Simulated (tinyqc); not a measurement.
Inside a calculation. Model: oxide trap near a transistor channel: two-state multiphonon kinetics, telegraph noise and bias instability. Computed by tinyqc, a small Python program that keeps every step. Command: `OMP_NUM_THREADS=1 python tinyqc.py 3019614 3019615 out.jsonl oxidetrap walk`. One thread of a shared host (Intel(R) Xeon(R) Processor @ 2.30GHz), about 0.01 s of CPU time with the checks. Intermediate numbers are printed to about 6 digits and carried at full precision; extremes and crossings named in words are read from the listed rows.

An n-channel device under positive gate bias. The trap is empty (state 1) or holds an electron (state 2); both states are parabolas of equal curvature, and the electron reservoir is taken at the Fermi level of the channel.

Inputs (values chosen for the exercise, with an insulator like Al2O3 on silicon):
```
quantity                                  value         unit
insulator constant eps_ox                  8.74            -
insulator thickness t_ox                    2.2           nm
trap depth x from the interface             1.1           nm
tunnel barrier phi_b                       2.26           eV
tunnelling mass m_ox                       0.37          m_0
trap level above E_F at zero field E_t     0.38           eV
relaxation energy E_R                       2.5           eV
oxide field F                               1.7        MV/cm
attempt rate k_0 at the interface         4e+11          1/s
temperature T                               400            K
channel width W                             180           nm
channel length L                            120           nm
frequency f                                2000           Hz
stress time t_s                               8            s
trap density N_t                        3.7e+17  cm^-3 eV^-1
mean capture barrier mu_c                   1.3           eV
spread of the barriers s_c                 0.32           eV
saturation shift dV_max                      24           mV
```

Parts treated: one trap and an ensemble.

Constants: hbar^2/(2 m_0) = 3.80998212 eV angstrom^2; k_B = 8.617333262e-05 eV/K; e = 1.602176634e-19 C; eps_0 = 8.8541878128e-12 F/m.

## Tunnelling factor

kappa = sqrt(2 m_ox phi_b)/hbar = sqrt(m_ox phi_b/(hbar^2/2m_0)); attenuation length lambda = 1/(2 kappa); factor exp(-x/lambda) for a rectangular barrier.

kappa = 4.68483 1/nm

attenuation length lambda = 0.106728 nm

tunnelling factor = 3.34112e-05

## Barriers and time constants

E_21 = E_t - e F x is the energy of state 2 over state 1; barriers E_c = (E_R + E_21)^2/(4 E_R), E_e = E_c - E_21; tau_c = exp(E_c/k_B T)/(k_0 P), tau_e = exp(E_e/k_B T)/(k_0 P), P the tunnelling factor; occupation f_2 = tau_e/(tau_c + tau_e); 1/tau_0 = 1/tau_c + 1/tau_e.

E_21 = 0.193 eV

capture barrier E_c = 0.725225 eV

emission barrier E_e = 0.532225 eV

capture time tau_c = 102.679 s

emission time tau_e = 0.380003 s

occupation f_2 = 0.00368725

tau_0 = 0.378602 s

The trap is almost always empty at this bias.

## Step height and noise

Charge-sheet step dV = e (t_ox - x)/(eps_ox eps_0 W L); Lorentzian spectrum S(f) = 4 dV^2 tau_0^2/((tau_c + tau_e)(1 + (2 pi f tau_0)^2)); corner 1/(2 pi tau_0); variance dV^2 f_2 (1 - f_2) = dV^2 tau_0/(tau_c + tau_e).

threshold step dV = 0.105436 mV

corner frequency = 0.420375 Hz

S(f) = 2.73234e-18 V^2/Hz

root-mean-square noise = 0.00639055 mV

f lies above the corner, on the 1/f^2 tail. Random dopants and current percolation, left out here, spread real steps around this value.

## Stress and recovery of one trap

From the zero-field occupation f(0), f(t) = f_2 + (f(0) - f_2) exp(-t/tau_0) under the field; after t_s the field is removed and f relaxes with the zero-field constants.

occupation at zero field = 1.63006e-05

tau_0 at zero field = 0.0344141 s

occupation after stress = 0.00368725

half-time of recovery = 0.0238540 s

## Bias dependence of the times

The formulas are those given above.

Against field:
```
F (MV/cm)  E_21 (eV)  tau_c (s)  tau_e (s)          f_2
0.00          0.3800    2111.22    0.03441  1.63006e-05
0.51          0.3239     834.38    0.06925  8.29858e-05
1.02          0.2678     335.84    0.14190  4.22362e-04
1.36          0.2304     184.94    0.23128  1.24895e-03
1.70          0.1930     102.68    0.38000  3.68725e-03
2.04          0.1556      57.47    0.62946  1.08342e-02
2.55          0.0995      24.43    1.36255  5.28188e-02
```

ln(tau_c/tau_e) falls by e x/k_B T = 3.191 per MV/cm, which measures the depth x if the change of surface potential with bias is left aside. Over these rows tau_c shortens by 1.94 decades and tau_e lengthens by 1.60; the shares differ because E_21 is not small against E_R.

## Many traps: 1/f noise

McWhorter number fluctuations for traps uniform in depth and energy: S_V = e^2 k_B T N_t lambda/(W L C_ox^2 f), C_ox = eps_ox eps_0/t_ox. The number of traps within k_B T in energy and one decade in time is N_t k_B T lambda ln(10) W L.

C_ox = 3.51753 microF/cm^2

1/f noise S_V(f) = 6.53692e-13 V^2/Hz

active traps per decade = 0.0676987

With less than one active trap per decade a single device shows separate Lorentzians; 1/f is only the average over many devices. Caution: N_t k_B T lambda ln(10) W L, the number of active traps per decade, is below one, so S_V is only the mean over many devices.

## Many traps: shift under stress

For a normal spread of capture barriers (given for the stress field, with depth and field not resolved, k_0 being taken as the effective rate of the ensemble), traps with barrier below k_B T ln(k_0 t) are filled: dV(t) = (dV_max/2) erfc((mu_c - k_B T ln(k_0 t))/(sqrt(2) s_c)); local exponent n = d ln dV/d ln t (central difference, factor 1.01 in t).

filling front k_B T ln(k_0 t_s) = 0.992516 eV

shift after t_s = 4.03930 mV

local time exponent n = 0.160918

## Power law or saturation

The extrapolation continues the power law fitted through 10 s and 1000 s.

Against stress time:
```
t (s)     shift (mV)  local exponent  power law (mV)  shift at T + 50 K (mV)
1.00e-03      0.6448        0.248873          1.1716                  1.1575
1.00e-01      1.8226        0.202702          2.2146                  3.2340
1.00e+01      4.1860        0.158860          4.1860                  7.0196
1.00e+03      7.9123        0.118279          7.9123                 12.1141
1.00e+05     12.5288        0.082193         14.9557                 17.1757
1.00e+07     17.0229        0.052044         28.2688                 20.8883
3.00e+08     19.6945        0.034371         45.2399                 22.5179
```

The exponent falls from 0.249 to 0.034 as the front climbs the distribution, so the power law overstates the shift at 3e8 s (about ten years) by a factor 2.30. Heating by 50 K raises the shift at 1000 s by a factor 1.53: time and temperature enter only through T ln(k_0 t).

Checks made by the program: detailed balance tau_c/tau_e = exp(E_21/k_B T) (relative difference below 1e-10); the integral of S(f) against the variance (relative difference below 1e-10).
